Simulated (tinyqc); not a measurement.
Length of a polyene: Hueckel, PPP and singles CI along the polyenes. Computed by the program tinyqc. Hueckel uses the same beta without repulsion; CIS keeps all single excitations and so misses the low, doubly excited 2Ag state. W is the valence ionisation energy of a centre, MN the Mataga-Nishimoto formula, f the oscillator strength.

All-trans chains of carbon centres 1.40 angstrom apart:
```
parameter,value
"beta (eV), times 1 +/- alternation",-2.460000
alternation,0.050000
W (eV),11.160000
gamma_rr (eV),9.910000
repulsion formula,Ohno
```

Gaps and excitations (eV):
```
centres,Hueckel gap,PPP orbital gap,bright singlet (CIS),f,lowest triplet (CIS)
2,5.1660,12.3025,6.5527,0.5618,3.7793
4,3.3330,9.6902,5.0959,1.0634,2.6305
6,2.4977,8.3647,4.2500,1.5026,2.0814
8,2.0251,7.5716,3.7045,1.8956,1.7829
10,1.7223,7.0507,3.3271,2.2501,1.6036
```

What does the comparison show, and why?

The Hueckel gap tends to 4 x alternation x |beta| = 0.49 eV for long chains. Exchange opens the PPP orbital gap, and the attraction of electron and hole brings the bright state 3.72 eV below it at 10 centres; the triplet lies 1.72 eV lower still.
